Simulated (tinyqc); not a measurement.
Inside a calculation. Model: solid solubility of a dopant against its melt (retrograde solidus), clustering and the electrically active fraction. Computed by tinyqc, a small Python program that keeps every step. Command: `OMP_NUM_THREADS=1 python tinyqc.py 3010961 3010962 out.jsonl retro walk`. One thread of a shared host (Intel(R) Xeon(R) Processor @ 2.30GHz), about 0.01 s of CPU time with the checks. Intermediate numbers are printed to about 6 digits and carried at full precision; extremes and crossings named in words are read from the listed rows.

Inputs (values chosen for the exercise, for a model dopant):
```
quantity                                      value        unit
melting point of the host T_m                  1687           K
heat of melting of the host H_f                50.2      kJ/mol
interaction L of the melt                        12      kJ/mol
enthalpy of transfer from melt to solid H     0.805          eV
entropy of transfer S                         -2.72         k_B
site density N0                               5e+22      1/cm^3
temperature T                                  1460           K
total dopant density N_t                    2.8e+20      1/cm^3
atoms per cluster m                               4           -
cluster scale N* at 1273 K                  3.8e+20      1/cm^3
activation energy E_b of the cluster scale     0.21          eV
anneal temperature T_a                         1300           K
mobility mu                                      90  cm^2/(V s)
```

Clustering: clusters of m atoms, electrons left out.

Constants: R = 8.314462618 J/(mol K); k_B = 8.617333262e-05 eV/K; e = 1.602176634e-19 C; N_A = 6.02214076e+23 1/mol.

## Liquidus and solidus at T

x_l and x_s are atom fractions of the dopant in melt and solid; the solid is dilute. Liquidus of the host: R T ln(1 - x_l) + L x_l^2 = -H_f (1 - T/T_m). Distribution: k = x_s/x_l = exp[L (1 - x_l)^2/(R T)] exp(S/k_B - H/(k_B T)), the first factor being the activity coefficient in the melt. Solubility = x_s N0; at T_m x_l = 0.

x_l = 0.596967

distribution coefficient k = 1.28728e-04

x_s = 7.68465e-05

solubility = 3.84232e+18 1/cm^3

k at the melting point = 6.10091e-04

k has changed by a factor 0.21 from its value at T_m, while x_l has grown from 0 to 0.597.

## The retrograde maximum

The largest x_s N0 between 900 K and T_m. For an ideal melt with constant heats the maximum has x_l = H_f/(H + H_f), H in the same units.

temperature of the maximum = 1527.48 K

largest solubility = 4.17215e+18 1/cm^3

x_l there = 0.415373

ideal-melt value H_f/(H + H_f) = 0.392584

The maximum lies 160 K below T_m: above it the melt runs out of dopant, below it k falls as exp(-H/(k_B T)).

## The solidus

The formulas are those given above.

Against temperature:
```
T (K)       x_l            k  solubility (1/cm^3)  over the maximum
1000   0.978521  5.78078e-06          2.82831e+17          0.067790
1100   0.955273  1.35412e-05          6.46778e+17          0.155023
1200   0.914401  2.76500e-05          1.26416e+18          0.303000
1300   0.843639  5.12533e-05          2.16196e+18          0.518189
1400   0.717657  9.04769e-05          3.24657e+18          0.778152
1500   0.493768  1.66389e-04          4.10789e+18          0.984598
1580   0.263442  2.92555e-04          3.85355e+18          0.923638
1640   0.106435  4.46780e-04          2.37766e+18          0.569889
1675   0.025876  5.64562e-04          7.30443e+17          0.175076
```

Between the first rows the Arrhenius energy of the solubility is 0.78 eV, against H = 0.805 eV; it shrinks to zero at 1527 K and turns negative beyond. A crystal saturated at the maximum precipitates dopant-rich liquid on cooling and on heating alike. Below a eutectic or compound temperature another phase would set the limit.

## Active fraction after the anneal

A highly soluble donor (another dopant than that of the solidus) is limited by clustering. Donors N_a are active, and clusters hold m atoms each: N_t = N_a + m C, m C = N* (N_a/N*)^m, with N*(T) = N*(1273 K) exp[-(E_b/k_B)(1/T - 1/1273)]. Resistivity = 1/(e mu N_a).

N*(T_a) = 3.95413e+20 1/cm^3

active density N_a = 2.32630e+20 1/cm^3

active fraction = 0.830820

resistivity = 0.298114 milliohm cm

Doubling the dose would raise N_a by only 47 %. Caution: this clustering law is a generic form; degeneracy and a doping-dependent mobility are left out.

## Active against total

A highly soluble donor (another dopant than that of the solidus) is limited by clustering. Donors N_a are active, and clusters hold m atoms each: N_t = N_a + m C, m C = N* (N_a/N*)^m, with N*(T) = N*(1273 K) exp[-(E_b/k_B)(1/T - 1/1273)].

Active density (1/cm^3):
```
N_t (1/cm^3)   N_a at T_a  fraction  N_a at T_a + 150 K  N_a at T_a - 150 K
1.00e+19      9.99984e+18  0.999984         9.99991e+18         9.99966e+18
3.00e+19      2.99869e+19  0.999564         2.99927e+19         2.99728e+19
1.00e+20      9.84787e+19  0.984787         9.91271e+19         9.70161e+19
2.00e+20      1.82182e+20  0.910908         1.88569e+20         1.71119e+20
5.00e+20      3.23296e+20  0.646591         3.55540e+20         2.83233e+20
1.00e+21      4.32746e+20  0.432746         4.87864e+20         3.69836e+20
2.00e+21      5.47423e+20  0.273711         6.24545e+20         4.62241e+20
5.00e+21      7.17326e+20  0.143465         8.24389e+20         6.01147e+20
```

The exponent d ln N_a/d ln N_t falls from 1.00 to 0.30, towards 1/m = 0.250. At the highest dose a 150 K hotter anneal gives 1.15 times the active density, and a later step 150 K cooler would cut it to 0.84 if it ran to equilibrium: short hot anneals come last. For ionised donors far above n_i the electrons enter the mass action too and halve the limiting exponent.

Checks made by the program: the ideal-melt maximum (relative difference 2e-09).
